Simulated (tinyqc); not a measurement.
One band or two: type-II superlattice in the two-band Kane model.

Motion along the axis, period d = a + b, c = hbar^2/2m0. Conduction and light-hole bands couple: (E - Ec)(E - Ev) = Ep c k^2 in each layer, with mass m(E) = (E - Ev)/Ep, which may be negative. The conduction envelope psi and psi'/m(E) are continuous; a layer carries them by [[cos kt, (m/k) sin kt], [-(k/m) sin kt, cos kt]] (cosh and sinh for k^2 < 0), and cos(q d) = tr(M_B M_A)/2. C1 is the first miniband above EvB, with its bottom at tr/2 = +1 and its top at -1; the gap is the bottom of C1 less the top heavy-hole level HH1.

Heavy holes are uncoupled: with e = EvB - E, p = sqrt(mhB e/c), w = sqrt(mhA (EvB - EvA - e)/c), the top level HH1 at q = 0 solves (p/mhB) tan(p b/2) = (w/mhA) tanh(w a/2).

Constants: hbar^2/2m0 = 3.80998211 eV angstrom^2.

Values chosen for the exercise (near those of an InAs/GaSb superlattice; shifted at random, so the results belong to these values and not to a real crystal): a = 50 angstrom (layer A); b = 22 angstrom (layer B); EcA = 0 eV (conduction edge of A); EvA = -0.418 eV (valence edge of A); EcB = 0.94 eV (conduction edge of B); EvB = 0.139 eV (valence edge of B); EpA = 14.3 eV (coupling energy in A); EpB = 17.9 eV (coupling energy in B); mhA = 0.34 m0 (heavy hole in A); mhB = 0.26 m0 (heavy hole in B).

Bottom of C1. One band: (k/mA) tan(k a/2) = (kappa/mB) tanh(kappa b/2) with the edge masses (Ec - Ev)/Ep and barrier EcB - EcA. Second row: mA replaced by m(E). The last column is measured against two bands.

Results:
```
model                  C1 (eV)  gap (meV)  error (meV)
one band, edge masses   0.1761      162.7         -4.1
m(E) in A only          0.1589      145.4        -21.3
two bands               0.1802      166.8          0.0
```

mA = 0.0292 m0
mB = 0.0447 m0

With edge masses C1 errs by -4 meV, 2 % of the gap. The heavier m(E) in A changes it by -17 meV; the treatment of B changes it by +21 meV, since C1 lies 41 meV above the valence edge of B, where its mass is 0.0023 instead of 0.0447.

(tinyqc, `OMP_NUM_THREADS=1 python tinyqc.py 1280212 1280213 out.jsonl`, Intel(R) Xeon(R) Processor @ 2.30GHz, 1 thread, shared host, about 0.04 s.)
